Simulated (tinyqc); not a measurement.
Plane-wave Kohn-Sham cycle with exchange-only LDA in a layered model solid, step by step. One step of it, computed by the program tinyqc.

Question. Iteration 1: potential. V_H(G) = 4 pi rho(G)/G^2 for G != 0 (uniform background); v_x = -(3 rho/pi)^(1/3); V = V_ext + V_H + v_x; Fourier components f(G_m) = (1/N) sum_j f(x_j) exp(-i G_m x_j).

A solid whose potential varies along x alone (atomic units):

| parameter | value |
|---|---|
| period a | 9.600000 |
| cross-section of the cell | 15.000000 |
| electrons per cell | 2 |
| grid points | 16 |
| plane waves -n..n, n | 3 |
| k points | 2 |
| V1 in V1 cos(2 pi x/a) | -0.400000 |

density at the start, on the grid x_j = j a/N (e/bohr^3): 0.01388889  0.01388889  0.01388889  0.01388889  0.01388889  0.01388889  0.01388889  0.01388889  0.01388889  0.01388889  0.01388889  0.01388889  0.01388889  0.01388889  0.01388889  0.01388889

Give: Potentials on the grid; V(G_m), m = 0, 1, 2, ....

Answer.

Potentials on the grid (hartree):

| x | V_ext | V_H | v_x | V |
|---|---|---|---|---|
| 0.000 | -0.400 | 0.000 | -0.237 | -0.637 |
| 0.600 | -0.370 | 0.000 | -0.237 | -0.606 |
| 1.200 | -0.283 | 0.000 | -0.237 | -0.520 |
| 1.800 | -0.153 | 0.000 | -0.237 | -0.390 |
| 2.400 | 0 | 0.000 | -0.237 | -0.237 |
| 3.000 | 0.153 | 0.000 | -0.237 | -0.084 |
| 3.600 | 0.283 | 0.000 | -0.237 | 0.046 |
| 4.200 | 0.370 | 0.000 | -0.237 | 0.133 |
| 4.800 | 0.400 | 0.000 | -0.237 | 0.163 |
| 5.400 | 0.370 | 0.000 | -0.237 | 0.133 |
| 6.000 | 0.283 | 0.000 | -0.237 | 0.046 |
| 6.600 | 0.153 | 0.000 | -0.237 | -0.084 |
| 7.200 | 0 | 0.000 | -0.237 | -0.237 |
| 7.800 | -0.153 | 0.000 | -0.237 | -0.390 |
| 8.400 | -0.283 | 0.000 | -0.237 | -0.520 |
| 9.000 | -0.370 | 0.000 | -0.237 | -0.606 |

V(G_m), m = 0, 1, 2, ... (hartree): -0.237  -0.200  0.000  0.000  0.000  0.000  0.000
